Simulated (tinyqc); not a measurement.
Pariser-Parr-Pople SCF with singles CI, for the molecule OC1=CC=CC=CC=C1 (SMILES; centres numbered as the heavy atoms are written), step by step. Computed by tinyqc, a small Python program that keeps every step. Settings: charge = 0, gamma = Ohno, start = huckel, damping = 0.3, iteration cap = 89, excitations kept = 9. Command: `OMP_NUM_THREADS=1 python tinyqc.py 23471 23472 out.jsonl` (the two numbers bound the seeds that draw the settings). One thread of a shared host (Intel(R) Xeon(R) Processor @ 2.60GHz), about 0.02 s of CPU time with the checks. Later iterations appear only in the table of the cycle.

## PPP integrals

Centres (angstrom, eV; a flat drawing with bonds scaled to 1.40 angstrom):
```
centre          x          y  core charge z          W   gamma_rr
1O       2.870000   0.000000              2  33.000000  21.500000
2C       1.470000   0.000000              1  11.160000  11.130000
3C       0.935000   1.293000              1  11.160000  11.130000
4C      -0.359000   1.829000              1  11.160000  11.130000
5C      -1.652000   1.293000              1  11.160000  11.130000
6C      -2.188000   0.000000              1  11.160000  11.130000
7C      -1.652000  -1.293000              1  11.160000  11.130000
8C      -0.359000  -1.829000              1  11.160000  11.130000
9C       0.935000  -1.293000              1  11.160000  11.130000
```

Resonance integrals (eV):
```
i  j       beta
1  2  -2.240000
2  3  -2.390000
3  4  -2.390000
4  5  -2.390000
5  6  -2.390000
6  7  -2.390000
7  8  -2.390000
8  9  -2.390000
9  2  -2.390000
```

Ohno: gamma = 14.399645/sqrt(R^2 + a^2), a = 2 x 14.399645/(gamma_rr + gamma_ss); H_rr = -W_r - sum_(s != r) z_s gamma_rs; H_rs = beta for bonds.

repulsion gamma_rs (eV), lower triangle:
```
           1O         2C         3C         4C         5C         6C         7C         8C
1O  21.500000
2C   8.700754  11.130000
3C   5.785342   7.555865  11.130000
4C   3.774942   4.978935   7.552062  11.130000
5C   3.009127   3.979599   4.978314   7.554751  11.130000
6C   2.804528   3.711199   3.978650   4.978935   7.554751  11.130000
7C   3.009127   3.979599   3.711322   3.979599   4.979854   7.554751  11.130000
8C   3.774942   4.978935   3.979206   3.711199   3.979599   4.978935   7.554751  11.130000
9C   5.785342   7.555865   4.979854   3.979206   3.711322   3.978650   4.978314   7.552062

           9C
9C  11.130000
```

core matrix H (eV), lower triangle:
```
            1O          2C          3C          4C          5C          6C          7C          8C
1O  -69.644105
2C   -2.240000  -65.301506
3C    0.000000   -2.390000  -59.465958
4C    0.000000    0.000000   -2.390000  -55.444573
5C    0.000000    0.000000    0.000000   -2.390000  -53.916444
6C    0.000000    0.000000    0.000000    0.000000   -2.390000  -53.504928
7C    0.000000    0.000000    0.000000    0.000000    0.000000   -2.390000  -53.916444
8C    0.000000    0.000000    0.000000    0.000000    0.000000    0.000000   -2.390000  -55.444573
9C    0.000000   -2.390000    0.000000    0.000000    0.000000    0.000000    0.000000   -2.390000

            9C
9C  -59.465958
```

## Starting guess

pi electrons, sum of z_r less the charge = 10

Orbitals of the Hueckel matrix of the beta values.

P at the start, lower triangle:
```
           1O         2C         3C         4C         5C         6C         7C        8C
1O   1.000000
2C   0.783668   1.000000
3C   0.000000   0.435595   1.250000
4C  -0.375412   0.000000   0.719041   1.000000
5C   0.000000  -0.056471  -0.250000   0.567918   1.250000
6C   0.322485   0.000000  -0.207594   0.000000   0.636323   1.000000
7C   0.000000  -0.056471   0.250000  -0.139189  -0.250000   0.636323   1.250000
8C  -0.375412   0.000000   0.011934   0.000000  -0.139189   0.000000   0.567918  1.000000
9C   0.000000   0.435595  -0.250000   0.011934   0.250000  -0.207594  -0.250000  0.719041

          9C
9C  1.250000
```

## Iteration 1: Fock matrix

F_rr = H_rr + P_rr gamma_rr / 2 + sum_(s != r) P_ss gamma_rs; F_rs = H_rs - P_rs gamma_rs / 2; E = tr P (H + F) / 2 + core repulsion sum_(r<s) z_r z_s gamma_rs.

F (eV), lower triangle:
```
            1O         2C         3C         4C         5C         6C         7C         8C
1O  -17.852766
2C   -5.649252  -8.528023
3C    0.000000  -4.035649  -6.571719
4C    0.708579   0.000000  -5.105120  -3.603538
5C    0.000000   0.112366   0.622289  -4.535239  -3.795504
6C   -0.452209   0.000000   0.412971   0.000000  -4.793630  -2.632827
7C    0.000000   0.112366  -0.463915   0.276958   0.622482  -4.793630  -3.795504
8C    0.708579   0.000000  -0.023744   0.000000   0.276958   0.000000  -4.535239  -3.603538
9C    0.000000  -4.035649   0.622482  -0.023744  -0.463915   0.412971   0.622289  -5.105120

           9C
9C  -6.571719
```

pi energy = -143.594191 eV

## Iteration 1: orbitals and new P

Diagonalise F (the basis is taken as orthonormal) and form P = 2 sum c c over the lowest orbitals; 0.3 of the old P is kept.

orbital energies (eV): -20.966648  -13.131340  -11.470929  -10.510558  -6.667270  -4.042809  1.577516  2.922474  5.334427

P after iteration 1, lower triangle:
```
           1O         2C         3C         4C         5C         6C         7C        8C
1O   1.556055
2C   0.554858   0.912376
3C  -0.113019   0.521177   1.306795
4C  -0.245155   0.137119   0.623399   0.825434
5C   0.035462  -0.096611  -0.234421   0.620492   1.225767
6C   0.220708  -0.157481  -0.139020   0.161503   0.610347   0.815578
7C   0.035462  -0.096611   0.235495  -0.141408  -0.216481   0.610347   1.225767
8C  -0.245155   0.137119  -0.020072  -0.133318  -0.141408   0.161503   0.620492  0.825434
9C  -0.113019   0.521177  -0.292205  -0.020072   0.235495  -0.139020  -0.234421  0.623399

          9C
9C  1.306795
```

## Iteration 2: Fock matrix

As before.

F (eV), lower triangle:
```
            1O         2C         3C         4C         5C         6C         7C         8C
1O  -13.961423
2C   -4.653843  -5.934894
3C    0.326926  -4.358973  -6.375228
4C    0.462723  -0.341354  -4.743974  -4.102870
5C   -0.053355   0.192237   0.583511  -4.733832  -5.639752
6C   -0.309491   0.292221   0.276555  -0.402056  -4.695509  -4.077380
7C   -0.053355   0.192237  -0.436998   0.281374   0.539022  -4.695509  -5.639752
8C    0.462723  -0.341354   0.039936   0.247386   0.281374  -0.402056  -4.733832  -4.102870
9C    0.326926  -4.358973   0.727569   0.039936  -0.436998   0.276555   0.583511  -4.743974

           9C
9C  -6.375228
```

pi energy = -147.910741 eV

## Iteration 2: orbitals and new P

As before.

orbital energies (eV): -16.728628  -13.469534  -11.955792  -11.263460  -7.668189  -2.758573  1.690042  1.992153  3.952582

P after iteration 2, lower triangle:
```
           1O         2C         3C         4C         5C         6C         7C        8C
1O   1.727554
2C   0.496241   0.828460
3C  -0.142464   0.536937   1.329106
4C  -0.197180   0.186884   0.615114   0.759786
5C   0.038665  -0.094376  -0.237398   0.617705   1.251528
6C   0.171592  -0.186597  -0.131987   0.200207   0.609814   0.763145
7C   0.038665  -0.094376   0.220113  -0.135521  -0.219586   0.609814   1.251528
8C  -0.197180   0.186884  -0.037249  -0.166518  -0.135521   0.200207   0.617705  0.759786
9C  -0.142464   0.536937  -0.273475  -0.037249   0.220113  -0.131987  -0.237398  0.615114

          9C
9C  1.329106
```

## Convergence

Stop when output and input P, before any damping, agree to 1e-7.

Course of the cycle:
```
iteration         E (eV)  largest |P(out) - P(in)|
1          -143.59419055                  7.94e-01
2          -147.91074128                  2.45e-01
3          -149.18609493                  8.16e-02
4          -149.60835911                  4.22e-02
5          -149.75191318                  2.37e-02
6          -149.80119157                  1.33e-02
7          -149.81825970                  7.47e-03
8          -149.82423715                  4.23e-03
9          -149.82635810                  2.46e-03
10         -149.82712164                  1.58e-03
11         -149.82740072                  1.02e-03
...                  ...                       ...
24         -149.82756777                  4.32e-06
25         -149.82756777                  2.84e-06
26         -149.82756777                  1.88e-06
27         -149.82756777                  1.24e-06
28         -149.82756777                  8.17e-07
29         -149.82756777                  5.40e-07
30         -149.82756777                  3.57e-07
31         -149.82756777                  2.36e-07
32         -149.82756777                  1.56e-07
33         -149.82756777                  1.03e-07
34         -149.82756777                  6.85e-08
```

Converged in 34 iterations.

## Converged orbitals

Charges are z - P_rr.

orbital energies (eV): -15.638028  -13.681373  -12.300895  -11.462111  -8.175317  -2.302270  1.628396  1.655205  3.618862

coefficients:
```
         MO1        MO2        MO3        MO4        MO5        MO6        MO7        MO8
1O  0.703515  -0.419799   0.000000   0.488709   0.000000  -0.221947   0.000000  -0.177516
2C  0.520530  -0.025841   0.000000  -0.288052   0.000000   0.479826   0.000000   0.545668
3C  0.285346   0.175488   0.393562  -0.419917  -0.490049   0.046283  -0.323977  -0.322440
4C  0.156318   0.308225   0.465045  -0.106716   0.021620  -0.487530   0.532228   0.010228
5C  0.092753   0.433072   0.358946   0.275820   0.509299  -0.015871  -0.334325   0.315974
6C  0.072063   0.443171   0.000000   0.388071   0.000000   0.490252   0.000000  -0.512748
7C  0.092753   0.433072  -0.358946   0.275820  -0.509299  -0.015871   0.334325   0.315974
8C  0.156318   0.308225  -0.465045  -0.106716  -0.021620  -0.487530  -0.532228   0.010228
9C  0.285346   0.175488  -0.393562  -0.419917   0.490049   0.046283   0.323977  -0.322440

          MO9
1O  -0.096054
2C   0.342666
3C  -0.324564
4C   0.362469
5C  -0.357320
6C   0.380196
7C  -0.357320
8C   0.362469
9C  -0.324564
```

pi charges: 1O 0.179997, 2C 0.290813, 3C -0.367175, 4C 0.304880, 5C -0.320917, 6C 0.295613, 7C -0.320917, 8C 0.304880, 9C -0.367175

## Singles CI, singlets

Over the 9 single excitations with the smallest orbital gaps: A = (e_a - e_i) delta + 2 (ia|jb) - (ij|ab), with (pq|rs) = sum c_mp c_mq gamma_mn c_nr c_ns. f = 2/3 w |mu|^2 in atomic units, mu = sqrt2 sum c_ia sum_m c_mi c_ma R_m.

singlet CI matrix (eV), lower triangle:
```
           5>6        4>6        5>7        5>8        3>6       2>6        5>9       4>7
5>6   0.202157
4>6   0.000000   5.145761
5>7   0.000000  -0.370215   5.456578
5>8  -0.086377   0.000000   0.000000   5.446418
3>6   0.194708   0.000000   0.000000  -0.273052   5.580941
2>6   0.000000  -0.102564  -0.074593   0.000000   0.000000  6.812474
5>9  -0.006065   0.000000   0.000000   0.006053   0.051408  0.000000   6.973932
4>7   0.648091   0.000000   0.000000  -0.135620  -0.056601  0.000000  -0.283689  8.293279
4>8   0.000000  -0.223500   0.104519   0.000000   0.000000  0.278296   0.000000  0.000000

          4>8
4>8  8.080142
```

singlet excitation energies (eV): 0.142484  4.887422  5.226851  5.683418  5.799349  6.761414  6.919793  8.162699  8.408250

oscillator strengths: 0.000127  0.117700  0.023825  1.559978  1.303763  0.012113  0.011526  0.001089  0.022234

## Singles CI, triplets

Over the 9 single excitations with the smallest orbital gaps: A = (e_a - e_i) delta - (ij|ab), with (pq|rs) = sum c_mp c_mq gamma_mn c_nr c_ns.

triplet CI matrix (eV), lower triangle:
```
          5>6        4>6        5>7        5>8        3>6       2>6        5>9       4>7
5>6  0.173470
4>6  0.000000   3.371078
5>7  0.000000   0.664488   3.847724
5>8  0.106983   0.000000   0.000000   3.935368
3>6  0.035102   0.000000   0.000000   0.703602   4.128726
2>6  0.000000  -0.047627   0.255163   0.000000   0.000000  5.578356
5>9  0.034516   0.000000   0.000000   0.088536  -0.047332  0.000000   5.833607
4>7  0.664488   0.000000   0.000000  -0.077289  -0.348197  0.000000  -1.039424  7.731274
4>8  0.000000  -0.541550  -0.077289   0.000000   0.000000  1.130385   0.000000  0.000000

          4>8
4>8  7.059419
```

triplet excitation energies (eV): 0.108889  2.862590  3.306869  4.158743  4.709080  5.107436  5.417123  7.727808  8.260484
